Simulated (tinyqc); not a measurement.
## AlGaN/GaN HEMT with access regions, lumped model: effect of the share of the drain-access electrons removed by traps

A polarisation-induced electron sheet under a Schottky gate, in series with two ungated access regions and contacts. Drift law v = mu E/(1 + mu E/vs) under the gate. Currents in mA/mm, resistances in ohm mm. No self-heating, no channel-length modulation; fits for polarisation, barrier and offset are chosen for the exercise.

sigma = (5e13 x + 1.6e13 x^2) cm^-2, phiB = 0.84 + 1.3 x, dEc = 0.7 (1.71 x + x^2) in volts, Cb = eps0 eps_r/d, VT = phiB - dEc - q sigma/Cb, access density n0 = -Cb VT/q. Access resistance R(L, n) = L/(q mu n sqrt(1 - (I/(q n vs))^2)); Rs = Rc + R(Ls, n0), Rd = Rc + R(Ld, (1 - ft) n0). Vg' = Vg - I Rs, Vd' = Vd - I (Rs + Rd); with u = Vg' - VT, Vc = vs Lg/mu and w the smaller of Vd' and Vc [sqrt(1 + 2 u/Vc) - 1] (0 if negative), the channel gives (mu Cb/Lg)(u w - w^2/2)/(1 + w/Vc). I equals that channel current. Isat is I at Vd = 10 V, gm = dIsat/dVg, Ron the limit of Vd/I at small Vd.

Inputs (values chosen for the exercise); values close to those of AlGaN/GaN structures:
```
symbol  value        unit                                       meaning
x        0.24                            aluminium share of the barrier
d          30          nm                             barrier thickness
eps_r       9              relative permittivity of barrier and channel
mu       1900  cm^2/(V s)                              channel mobility
vs      1.1e7        cm/s                           saturation velocity
Lg       0.15          um                                   gate length
Ls        1.5          um                          source access length
Ld         12          um                           drain access length
Rc       0.31      ohm mm                    resistance of each contact
Vg          0           V                                  gate voltage
```

Constants: q = 1.602176634e-19 C, eps0 = 8.8541878128e-14 F/cm where lengths are in cm. Results are converted to the units shown.

The same in every row: VT (V) = -6.970; n0 (cm^-2) = 1.155e13.

Effect of the share of the drain-access electrons removed by traps:
```
ft   Ron (ohm mm)  Isat (mA/mm)  gm (mS/mm)
0           4.501          1402       193.2
0.1         4.880          1372       47.33
0.2         5.354          1250       9.533
0.3         5.963          1109       3.313
0.4         6.775         960.7       1.378
0.5         7.912         807.9      0.6105
0.6         9.618         651.5      0.2686
0.7         12.46         492.2      0.1093
```

As ft goes from 0 to 0.7, Ron rises from 4.50 to 12.5 ohm mm, Isat falls from 1400 to 492 mA/mm and gm falls from 193 to 0.109 mS/mm. The ceiling Cb vs is 292 mS/mm. For ft = 0 to 0.6 the power passes 5 W/mm, where self-heating, left out here, lowers the current. For ft = 0.1 to 0.7 the gated channel is not yet saturated at 10 V, because the access regions take the voltage, and gm drops.

Numbers from tinyqc (`OMP_NUM_THREADS=1 python tinyqc.py 2570041 2570042 out.jsonl`; about 0.02 s on one thread of a shared Intel Xeon 2.30GHz).
